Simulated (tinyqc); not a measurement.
## Gate-all-around wire, scale length and short-channel effects: a higher permittivity at fixed equivalent oxide thickness

A round wire of diameter ts in an insulator shell of thickness ti under a surrounding gate. Below threshold the potential that source and drain add obeys Laplace's equation and vanishes on the gate. Its lowest mode decays along the channel as exp(-k y); k is the smallest positive root of the matching condition at the interface, and the scale length is Lambda = pi/k.

k is the smallest positive root of f(k) = ei J0(u)[J1(u) Y0(v) - Y1(u) J0(v)] - eps_r J1(u)[J0(u) Y0(v) - Y0(u) J0(v)], u = k ts/2, v = u + k ti. Along the channel psi(y) = s + a exp(y/l) + b exp(-y/l) with psi(0) = Vbi, psi(L) = Vbi + Vds and l = 1/k = Lambda/pi; with A = Vbi - s, B = A + Vds, x = exp(-L/l): a = (B - A x) x/(1 - x^2), b = (A - B x)/(1 - x^2). The minimum is s + 2 sqrt(a b), at y = (l/2) ln(b/a). The long-channel potential follows the gate as s = sT + (Vg - VTL)/m, and the threshold VT is the gate voltage at which the minimum equals sT. Swing = m Vt ln 10/g at threshold, g = d(minimum)/ds = 1 - (b x + a)/((1 + x) sqrt(a b)). DIBL = [VT(0.05 V) - VT(Vds)]/(Vds - 0.05 V). sT and Vbi are held fixed; m = 1. The equivalent oxide thickness 3.9 ti/ei is held at 1.6 nm, so ti = 1.6 ei/3.9 nm.

Parameters, values chosen for the exercise; permittivities: semiconductor close to that of silicon, insulator close to that of silicon dioxide:
```
symbol,value,unit,meaning
T,250,K,temperature
eps_r,11.9,,relative permittivity of the semiconductor
ts,3.8,nm,wire diameter
L,17,nm,channel length
Vbi,0.96,V,potential of the source
sT,0.48,V,potential of the barrier top at threshold
Vds,0.7,V,drain voltage
```

Constants: q = 1.602176634e-19 C, kB = 1.380649e-23 J/K, Vt = kB T/q. Results are converted to the units shown.

Result of one run:

| ei | ti (nm) | Lambda (nm) | L/Lambda | DIBL (mV/V) | swing (mV/decade) |
|---|---|---|---|---|---|
| 3.9 | 1.600 | 6.603 | 2.575 | 14.01 | 51.58 |

What becomes of these results when the relative permittivity of the insulator ei is changed from 3.9 to 25, all else the same?

Result of the changed run:

| ei | ti (nm) | Lambda (nm) | L/Lambda | DIBL (mV/V) | swing (mV/decade) |
|---|---|---|---|---|---|
| 25 | 10.26 | 15.53 | 1.095 | 219.3 | 78.00 |

The whole series:

| ei | ti (nm) | Lambda (nm) | L/Lambda | DIBL (mV/V) | swing (mV/decade) |
|---|---|---|---|---|---|
| 3.9 | 1.600 | 6.603 | 2.575 | 14.01 | 51.58 |
| 5 | 2.051 | 6.697 | 2.538 | 14.87 | 51.71 |
| 7.5 | 3.077 | 7.212 | 2.357 | 20.08 | 52.43 |
| 10 | 4.103 | 8.062 | 2.109 | 30.59 | 53.87 |
| 15 | 6.154 | 10.32 | 1.647 | 69.93 | 59.12 |
| 20 | 8.205 | 12.88 | 1.320 | 133.4 | 67.28 |
| 25 | 10.26 | 15.53 | 1.095 | 219.3 | 78.00 |

As ei goes from 3.9 to 25, Lambda rises from 6.60 to 15.5 nm, DIBL rises from 14.0 to 219 mV/V and the swing rises from 51.6 to 78.0 mV a decade. The ratio ei/ti is the same in every row, yet the insulator grows from 1.60 to 10.3 nm, and drain fields reach the channel sideways through it. For ei = 20 to 25 L is under 1.5 Lambda, where higher modes, left out of the one-mode potential, count. In every row the semiconductor is under 4 nm thick, where quantum confinement shifts the threshold.

tinyqc, about 0.01 s, one thread, Intel Xeon 2.30GHz (shared host): `OMP_NUM_THREADS=1 python tinyqc.py 2420027 2420028 out.jsonl`
